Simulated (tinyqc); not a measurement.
Fully depleted semiconductor-on-insulator film with two gates, non-linear Poisson equation by Newton steps: one step of the calculation.

One dimension across the film, front interface at x = 0, back interface at x = ts. psi is counted from the intrinsic level, n = ni exp(psi/Vt) (source grounded), holes neglected, acceptors ionised. Gates act through Cox = eps0 eox/tox and Cbox = 3.9 eps0/tb with potentials G1 = Vg - (phiM - chi - Vt ln(Nc/ni)) and G2 = Vb - (phiB - chi - Vt ln(Nc/ni)). Classical Boltzmann densities, no interface charge, no depletion in the back plane.

Problem. Newton step. Solve a d_(i-1) + b_i d_i + a d_(i+1) = -F_i for all nodes. Half of the step is added while the largest |d| exceeds 1.5 Vt, the full step after that.

Inputs (values chosen for the exercise): temperature T = 350 K.

Constants: q = 1.602176634e-19 C, kB = 1.380649e-23 J/K, Vt = kB T/q. Results are converted to the units shown.

a = 20.696664 uF/cm^2

```
node  diagonal b (F/cm^2)  residual F (C/cm^2)  psi at the start (V)
0           -2.1447372e-5         6.7639087e-7                   0.1
1           -4.1393381e-5       -5.7022843e-10                   0.1
2           -4.1393381e-5       -5.7022843e-10                   0.1
3           -4.1393381e-5       -5.7022843e-10                   0.1
4           -4.1393381e-5       -5.7022843e-10                   0.1
5           -4.1393381e-5       -5.7022843e-10                   0.1
6           -4.1393381e-5       -5.7022843e-10                   0.1
7           -4.1393381e-5       -5.7022843e-10                   0.1
8           -4.1393381e-5       -5.7022843e-10                   0.1
9           -4.1393381e-5       -5.7022843e-10                   0.1
10          -4.1393381e-5       -5.7022843e-10                   0.1
11          -2.0869347e-5        -8.2915833e-8                   0.1
```

Find: Newton step d, before damping; psi after iteration 1.

Solution.

```
node  Newton step d, before damping (V)  psi after iteration 1 (V)
0                                0.6543                     0.4271
1                                0.6453                     0.4227
2                                0.6364                     0.4182
3                                0.6275                     0.4138
4                                0.6187                     0.4093
5                                0.6098                     0.4049
6                                0.6010                     0.4005
7                                0.5923                     0.3961
8                                0.5835                     0.3918
9                                0.5748                     0.3874
10                               0.5661                     0.3831
11                               0.5575                     0.3787
```

Range of the model: In so thin a film or at such density quantum confinement moves the charge away from the interfaces and raises the threshold.

Program tinyqc, `OMP_NUM_THREADS=1 python tinyqc.py 2190019 2190020 out.jsonl`; Intel Xeon 2.30GHz, shared host, one thread, about 0.4 s.
